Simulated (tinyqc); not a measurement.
Levels against anisotropy: donor in an ellipsoidal valley (Kohn-Luttinger variational method). Computed by tinyqc, a small Python program. Command: `OMP_NUM_THREADS=1 python tinyqc.py 3025856 3025857 out.jsonl kohnlutt walk`. One thread of a shared host (Intel(R) Xeon(R) Processor @ 2.30GHz), about 0.03 s of CPU time with the checks.

H = -(d^2/dx^2 + d^2/dy^2) - gamma d^2/dz^2 - 2/r in units built on m_t, with gamma = m_t/m_l and z along the valley axis. One valley; no valley-orbit or central-cell term.

Inputs (values chosen for the exercise, modelled on diamond): transverse mass m_t = 0.345 m_0; longitudinal mass m_l = 1.5 m_0; dielectric constant eps = 5.77.

Constants: Ry = 13.605693123 eV; a_0 = 0.529177210903 angstrom.

Method:
- Ry* = Ry m_t/eps^2, a* = a_0 eps/m_t, gamma = m_t/m_l.
- Trial function exp(-sqrt((x^2 + y^2)/a^2 + z^2/b^2)) with beta = b/a < 1: E = t/a^2 - u/a, t = (2 + gamma/beta^2)/3, u = 2 arcsin(sqrt(1 - beta^2))/sqrt(1 - beta^2); the best a is 2 t/u and E(beta) = -u^2/(4 t).
- The trial energy is minimised over beta by golden section from 0.05 to 0.999, 60 steps.
- Gaussian basis: g = P exp(-al (x^2 + y^2) - be z^2) with P = 1 (s-like), z (2p0) or x (2p+-); al = 0.004 x 2.6^k, k = 0..11, and be/al = 1, gamma^(-1/2) or 1/gamma (36 functions); 1/r = (2/sqrt(pi)) int exp(-t^2 r^2) dt by 48 Gauss-Legendre points after t = sqrt(al_i + al_j) tan(theta); overlap eigenvalues below 1e-10 are dropped.

gamma = 0.23

Binding energies (Ry*):
```
gamma  1s, trial  1s, Gaussians      2p0     2p+-
0.058     2.0370         2.0472  0.97199  0.36427
0.120     1.7710         1.7756  0.73370  0.34133
0.230     1.5275         1.5292  0.54960  0.31697
0.350     1.3713         1.3720  0.44738  0.29939
0.380     1.3410         1.3416  0.42893  0.29578
0.620     1.1643         1.1644  0.32976  0.27333
0.860     1.0508         1.0508  0.27341  0.25748
```

What follows from these numbers?

As gamma falls from 0.86 to 0.058, 1s deepens from 1.051 to 2.047 Ry*, on the way from the hydrogen value 1 to the two-dimensional limit 4; 2p+- moves from 0.257 to 0.364 (limits 1/4 and 4/9), while 2p0 climbs from 0.273 to 0.972 and joins 1s as gamma tends to 0. Near gamma = 1 the trial function is almost exact and can pass the Gaussian basis, whose own error is about 3e-5 Ry*. Caution: a* is only a few bond lengths, so central-cell and valley-orbit terms are large.

Extremes, crossings and ranges named in words are read from the listed rows.
